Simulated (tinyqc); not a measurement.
Diamond against structures with more neighbours: Stillinger-Weber potential for a tetrahedral semiconductor. Computed by tinyqc, a small Python program. Command: `OMP_NUM_THREADS=1 python tinyqc.py 3005153 3005154 out.jsonl swsi walk`. One thread of a shared host (Intel(R) Xeon(R) Processor @ 2.30GHz), about 0.03 s of CPU time with the checks.

With x = r/sigma: pair term eps A (B x^-4 - 1) exp(1/(x - a)); for each pair of neighbours j, k of atom i, three-body term eps lambda exp(gamma/(x_ij - a) + gamma/(x_ik - a)) (cos theta_jik + 1/3)^2; both vanish beyond x = a. A = 7.049556277, B = 0.6022245584, a = 1.8.

Inputs (values chosen for the exercise, modelled on silicon):
```
quantity                    value      unit
energy scale eps            2.207        eV
length scale sigma          2.095  angstrom
three-body strength lambda   22.9         -
gamma                         1.2         -
```

Method. Each structure is relaxed in its neighbour distance d (lowest minimum for d between sigma and 1.7 sigma), with all neighbours inside the cut-off, second shells too where they fall inside.

Energies per atom (eV):
```
structure     first neighbours  d (angstrom)     pair  three-body    total  volume (angstrom^3)
diamond                      4        2.3516  -4.4140      0.0000  -4.4140               20.021
simple cubic                 6        2.6307  -5.6327      1.6391  -3.9936               18.207
bcc                          8        2.8265  -6.2143      2.2884  -3.9258               17.384
fcc                         12        2.9496  -6.1681      2.3669  -3.8012               18.146
```

What does the comparison show, and why?

The order is diamond < simple cubic < bcc < fcc, the lowest two 0.420 eV apart. Against diamond the pair energy changes by -1.22 (simple cubic), -1.80 (bcc), -1.75 (fcc) eV, while angles away from 109.47 degrees cost 1.64, 2.29, 2.37 eV; the bonds stretch to 2.95 angstrom in fcc to weaken that penalty.

Extremes, crossings and ranges named in words are read from the listed rows.
